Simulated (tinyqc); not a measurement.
# Voltage drop against the resistance from a pad node to the supply

A grid of 13 by 13 nodes with segments Rx (rows) and Ry (columns); every node draws I1 and the central node kh I1; pads with resistance Rp sit at the nodes whose row and column are multiples of the pitch, counting from 0. The drops u = Vdd - V follow from G u = i, with G the conductance matrix and i the load currents, solved directly. Here the pitch is 3.

Values chosen for this exercise:
```
symbol  value  unit                                   meaning
Vdd      0.75     V                            supply voltage
Rx        1.8   ohm        resistance of a horizontal segment
Ry        1.2   ohm          resistance of a vertical segment
kh          8              factor on the load at the hot node
I1       0.38    mA  load current of a node in the large grid
```

Result of one run:
```
pads,worst drop (mV),mean drop (mV),largest drop at a pad (mV),largest pad current (mA),worst drop over Vdd (%)
25,1.427,1.001,0.04453,6.017,0.1903
```

Which resistance from a pad node to the supply Rp gave this result: 0.0074, 0.015, 0.029 or 0.059 ohm?

Rp = 0.0074 ohm.

The whole series:
```
Rp (ohm),pads,worst drop (mV),mean drop (mV),largest drop at a pad (mV),largest pad current (mA),worst drop over Vdd (%)
0.0074,25,1.427,1.001,0.04453,6.017,0.1903
0.015,25,1.458,1.023,0.08979,5.986,0.1944
0.029,25,1.514,1.063,0.1720,5.930,0.2019
0.059,25,1.633,1.149,0.3432,5.818,0.2177
0.12,25,1.868,1.322,0.6737,5.614,0.2491
0.24,25,2.312,1.660,1.269,5.289,0.3082
0.47,25,3.111,2.303,2.277,4.845,0.4147
```

The worst drop rises from 1.43 to 3.11 mV and the mean drop rises from 1.00 to 2.30 mV. The worst drop goes as Rp^(0.03) between the first two rows and Rp^(0.44) between the last two. The central node is itself a pad.

tinyqc, about 0.08 s, one thread, Intel Xeon 2.30GHz (shared host): `OMP_NUM_THREADS=1 python tinyqc.py 2770131 2770132 out.jsonl`
